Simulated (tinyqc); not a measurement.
Rise against time: self-heating of a transistor with one or more fingers, with temperature-dependent conductivity. Computed by tinyqc, a small Python program. Command: `OMP_NUM_THREADS=1 python tinyqc.py 3012210 3012211 out.jsonl selfheat walk`. One thread of a shared host (Intel(R) Xeon(R) Processor @ 2.30GHz), about 0.07 s of CPU time with the checks.

N long parallel fingers lie on the top face of a slab whose bottom is held at T_0; the top is otherwise insulated, and heat flows in two dimensions. P in W/mm is 1000 P in W/m.

Inputs (values chosen for the exercise, modelled on germanium):
```
quantity,value,unit
conductivity at the base temperature kappa_0,45.9,W/(m K)
power per gate width P,0.44,W/mm
fingers N,1,-
finger pitch s,60,micrometre
width of the heat source w,0.21,micrometre
substrate thickness t,200,micrometre
heat capacity C,1.66,1e6 J/(m^3 K)
pulse length,1.3,microsecond
```

Power: fixed power.

Method:
- A line source of power P on the top face raises the top at distance x by (P/(pi kappa_0)) g(x), g(x) = -ln tanh(pi x/(4 t)) (the image sum for the slab). On a strip of width w the centre sees the mean of g over the strip, g_0 = 1 + ln(8 t/(pi w)) for w much below t.
- theta_i = (P/(pi kappa_0)) [g_0 + sum over j != i of g(|i - j| s)], with equal powers and constant conductivity; thermal resistance = largest theta/P.
- After switching on, theta(tau) = (P D/kappa_0) int_0^tau X(u) Z(u) du at the hottest finger, D = kappa_0/C; X = sum over fingers at distance x of [erf((x + w/2)/r) - erf((x - w/2)/r)]/(2 w), Z = sum_(j=-200..200) (-1)^j exp(-(2 j t/r)^2)/sqrt(pi D u), r = 2 sqrt(D u); trapezoid rule on 300 points evenly spaced in ln u from u_0 = 1e-3 min(tau, w^2/D) to tau, plus the exact piece 2 sqrt(u_0/(pi D))/w below u_0. Conductivity and power are held at their base values here, and Fourier's law is used even where the diffusion length is near a phonon free path.

diffusivity D = 27.6506 micrometre^2/microsecond

theta of each finger (K): [26.8325]

largest theta = 26.8325 K

Heating curve:
```
time (microsecond),sqrt(D time) (micrometre),rise (K),share of the steady rise
0.0014,0.19675,6.2377,0.2325
0.014,0.62218,9.7185,0.3622
0.14,1.9675,13.228,0.493
1.4,6.2218,16.741,0.6239
14,19.675,20.254,0.7548
72,44.619,22.752,0.8479
290,89.547,24.874,0.927
870,155.10,26.314,0.9807
2200,246.64,26.795,0.9986
```

What does the comparison show, and why?

Half the steady rise is reached between 0.14 and 1.4 microseconds, and the last row holds 99.9 % of it; the slowest time constant is 4 t^2/(pi^2 D) = 586 microseconds. While the diffusion length lies between w and the pitch or thickness, the rise grows as the logarithm of time.

Extremes, crossings and ranges named in words are read from the listed rows.
